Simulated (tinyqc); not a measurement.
## Counting rate against photon rate

True rate n = nph PDP (dark counts neglected); measured n/(1 + n td) for a non-paralysable detector, n exp(-n td) for a paralysable one.

Parameters, values chosen for the exercise: dead time td = 10 ns.

PDP = 0.271

Counting rate against photon rate:
```
nph (1/s)	n td	non-paralysable (1/s)	paralysable (1/s)
3.7e6	0.01003	9.927e5	9.927e5
8.5e6	0.02303	2.252e6	2.251e6
2e7	0.05420	5.141e6	5.134e6
4.5e7	0.1220	1.087e7	1.079e7
1e8	0.2710	2.132e7	2.067e7
2.4e8	0.6504	3.941e7	3.394e7
5.6e8	1.518	6.028e7	3.327e7
1.3e9	3.523	7.789e7	1.040e7
3e9	8.130	8.905e7	2.395e5
```

Read the table: what changes, and by how much?

The non-paralysable rate climbs towards 1/td = 1.00e8 1/s and reaches 0.890 of it. The paralysable rate goes from 9.93e5 through a maximum of 3.39e7 (at nph = 2.4e8 1/s among the rows listed) to 2.39e5 1/s; its true maximum, 1/(e td) = 3.68e7 1/s, lies at n td = 1, so a measured rate below that has two possible causes.

Numbers from tinyqc (`OMP_NUM_THREADS=1 python tinyqc.py 2630045 2630046 out.jsonl`; about 0.01 s on one thread of a shared Intel Xeon 2.30GHz).
